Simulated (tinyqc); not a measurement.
Threshold of a short bulk MOSFET: charge sharing, barrier lowering, narrow width: one step of the calculation.

n-channel device on a p-type body, depletion approximation, full ionisation. Uniform doping N = Na. Vbi from Boltzmann statistics is rough for the degenerate source. Cox = eps0 eox/tox.

Problem. Long-channel threshold and scales. ni = sqrt(Nc Nv) exp(-Eg/(2 Vt)), Eg in volts; 2 pB = 2 Vt ln(N/ni); flat band Vfb - Vt ln(N/Na); Wd = sqrt(2 eps0 eps_r (2 pB - Vbs)/(q N)); body term q N Wd/Cox; long-channel VT0 = flat band + 2 pB + body term; Vbi = Vt ln(N Nsd/ni^2); scale length l = sqrt((eps_r/eox) tox Wd).

Values chosen for this exercise; band and dielectric values close to those of silicon:
```
symbol,value,unit,meaning
T,300,K,temperature
Eg,1.11,eV,band gap
eps_r,11.9,,relative permittivity
Nc,2.8e19,cm^-3,conduction-band density of states at T
Nv,2.69e19,cm^-3,valence-band density of states at T
eox,3.9,,relative permittivity of the gate insulator (close to silicon dioxide)
tox,1.4,nm,insulator thickness
Na,1.5e17,cm^-3,channel doping
Nsd,1e20,cm^-3,source and drain doping
Vfb,-0.99,V,flat-band voltage for the doping Na
Vbs,0,V,body-source voltage
```

Constants: q = 1.602176634e-19 C, kB = 1.380649e-23 J/K, Vt = kB T/q, eps0 = 8.8541878128e-14 F/cm where lengths are in cm. Results are converted to the units shown.

Give: N; 2 pB; flat band; Wd; body term; VT0; Vbi; l.

Solution.

N = 1.500e17 cm^-3
2 pB = 0.8407 V
flat band = -0.9900 V
Wd = 85.86 nm
body term = 0.08365 V
VT0 = -0.06569 V
Vbi = 1.009 V
l = 19.15 nm

tinyqc, about 0.01 s, one thread, Intel Xeon 2.30GHz (shared host): `OMP_NUM_THREADS=1 python tinyqc.py 2002147 2002148 out.jsonl`
